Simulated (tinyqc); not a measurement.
Gate voltage for a given inversion charge.

Problem. p-type body, charge-sheet picture, depletion and inversion only, full ionisation (an idealisation for deep acceptors), Boltzmann statistics (rough once Na exp(x - xn) passes about Nc/7). In units of Vt: xg = (Vg - Vfb)/Vt, x = psi/Vt, G = gamma/sqrt(Vt), xn = (2 phiF + Vc)/Vt. The implicit equation is (xg - x)^2 = G^2 [x - 1 + exp(x - xn)] for x above about 3. Cox = eps0 eox/tox. ni = sqrt(Nc Nv) exp(-Eg/(2 Vt)), Eg in volts; phiF = Vt ln(Na/ni); gamma = sqrt(2 q eps0 eps_r Na)/Cox. N_inv = (Cox Vt G/q) [sqrt(x - 1 + exp(x - xn)) - sqrt(x - 1)]. Find x - xn, psi and Vg.

Values chosen for this exercise; band and dielectric values close to those of silicon:
```
symbol   value   unit                                                               meaning
T          400      K                                                           temperature
Eg        1.13     eV                                                              band gap
eps_r     11.9                                                        relative permittivity
Nc      4.3e19  cm^-3                                conduction-band density of states at T
Nv        4e19  cm^-3                                   valence-band density of states at T
eox       22.3         relative permittivity of the gate insulator (close to hafnium oxide)
tox         45     nm                                                   insulator thickness
Na      1.2e17  cm^-3                                                      acceptor density
Vfb       -0.4      V                                                     flat-band voltage
Vc           1      V                                                  channel-body voltage
```

Constants: q = 1.602176634e-19 C, kB = 1.380649e-23 J/K, Vt = kB T/q, eps0 = 8.8541878128e-14 F/cm where lengths are in cm. Results are converted to the units shown.

N_inv = 4.3e10 cm^-2

Answer. N_inv rises steadily with x, so it fixes x; the implicit equation then gives xg directly.

x - xn = 0.972
psi = 1.76 V
Vg = 1.98 V

tinyqc, about 0.01 s, one thread, Intel Xeon 2.30GHz (shared host): `OMP_NUM_THREADS=1 python tinyqc.py 2122035 2122036 out.jsonl`
